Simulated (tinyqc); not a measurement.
Comparisons within one model: armchair graphene nanoribbon in tight binding. A value that a table varies takes the place of the one given here.

An armchair ribbon of N dimer lines, width (N - 1) sqrt3 acc/2, period 3 acc, one pz orbital a site. In line n, A_n binds to B_n with -t exp(ik/3), times (1 + d) in the two edge lines, and to B_(n-1) and B_(n+1) with -t exp(-ik/6); k runs from -pi to pi. For d = 0 the modes across the ribbon are sin(n p pi/(N + 1)), p = 1 to N, with E = -/+ t sqrt(1 + 4 c^2 + 4 c cos(k/2)), c = cos(p pi/(N + 1)).

Constants: hbar^2/2m0 = 3.80998211 eV angstrom^2.

Parameters, chosen for this exercise (near those used for graphene; shifted at random, so the results belong to these values and not to a real crystal):

| symbol | value | unit | meaning |
|---|---|---|---|
| t | 3 | eV | hopping |
| acc | 1.42 | angstrom | bond length |
| N0 | 13 |  | first width |
| d1 | 0.14 |  | edge correction |
| N | 3 |  | dimer lines |
| d | 0.17 |  | relative strengthening of the edge bonds |
| k | 1.77 |  | k times the period 3 acc |

## Three families of gaps

Nine widths from N0 on, gaps at k = 0 with d = 0 and d = d1.

Gaps:

| N | family | width (angstrom) | gap, d = 0 (eV) | gap, d1 (eV) | gap x (N + 1) sqrt3 acc/2 (eV angstrom) |
|---|---|---|---|---|---|
| 13 | 3p+1 | 14.76 | 0.7934 | 0.9788 | 16.85 |
| 14 | 3p+2 | 15.99 | 0.0000 | 0.1586 | 2.93 |
| 15 | 3p | 17.22 | 0.6668 | 0.5307 | 10.44 |
| 16 | 3p+1 | 18.45 | 0.6511 | 0.8013 | 16.75 |
| 17 | 3p+2 | 19.68 | 0.0000 | 0.1319 | 2.92 |
| 18 | 3p | 20.91 | 0.5634 | 0.4473 | 10.45 |
| 19 | 3p+1 | 22.14 | 0.5521 | 0.6782 | 16.68 |
| 20 | 3p+2 | 23.37 | 0.0000 | 0.1128 | 2.91 |
| 21 | 3p | 24.60 | 0.4877 | 0.3865 | 10.46 |

What can be read from the table?

Without edge correction the 3p+2 ribbons have no gap and the other two families nearly share one curve. With it the mean of the last column is 16.76 for 3p+1, 10.45 for 3p and 2.92 eV angstrom for 3p+2: the stronger edge bonds raise the gap of 3p+1, lower that of 3p and open one in 3p+2. Within a family the gap falls about as 1/width. One-electron gaps of this kind leave out the self-energy and exciton terms, which are large in narrow ribbons.

## Mass and gap go together

Nine widths from N0 on. Lowest conduction band for d = d1: m/m0 = c q^2/(E(q) - E(0)) with q = h/(3 acc), h = 0.001, c = hbar^2/2m0. Dirac rule: m = Eg/(2 v^2), that is m/m0 = c Eg/(hbar v)^2 with hbar v = 3 t acc/2.

Masses:

| N | gap (eV) | mass (m0) | Dirac rule (m0) |
|---|---|---|---|
| 13 | 0.9788 | 0.1024 | 0.0913 |
| 14 | 0.1586 | 0.0145 | 0.0148 |
| 15 | 0.5307 | 0.0437 | 0.0495 |
| 16 | 0.8013 | 0.0820 | 0.0748 |
| 17 | 0.1319 | 0.0121 | 0.0123 |
| 18 | 0.4473 | 0.0375 | 0.0417 |
| 19 | 0.6782 | 0.0684 | 0.0633 |
| 20 | 0.1128 | 0.0104 | 0.0105 |
| 21 | 0.3865 | 0.0329 | 0.0361 |

How do the results move?

The ratio of mass to the Dirac rule runs from 0.88 (N = 15) to 1.12 (N = 13). Its mean is 0.90 for N = 3p, 1.10 for 3p+1 and 0.98 for 3p+2: the lowest modes of 3p and 3p+1 lie on opposite sides of the Dirac point, where the velocity along the ribbon differs. The largest gap (N = 13) and the heaviest mass (N = 13) belong to one ribbon.

## What each parameter does

Gap at k = 0, lowest positive level at k, and highest level at k = 0. Each row changes one parameter from the base and keeps the others.

Results:

| case | gap (eV) | lowest level at k (eV) | top of the band (eV) |
|---|---|---|---|
| base | 1.9906 | 3.3182 | 7.5053 |
| t = 3.15 eV | 2.0901 | 3.4841 | 7.8806 |
| N = 4 | 3.0138 | 2.6111 | 8.0031 |
| d = 0.22 | 1.8509 | 3.3226 | 7.5855 |
| k = 1.416 | 1.9906 | 2.7506 | 7.5053 |

How do the results move?

The largest shifts from the base row, up to three for each result and ties (the steps differ in size, so this ranks the rows, not the parameters). gap (eV): N +1.0232, d -0.1397, t +0.0995; unchanged at the printed digits by k. lowest level at k (eV): N -0.7071, k -0.5676, t +0.1659. top of the band (eV): N +0.4978, t +0.3753, d +0.0802; unchanged at the printed digits by k.

tinyqc: `OMP_NUM_THREADS=1 python tinyqc.py 1450037 1450038 out.jsonl`; about 0.03 s, one thread, shared Intel(R) Xeon(R) Processor @ 2.30GHz.
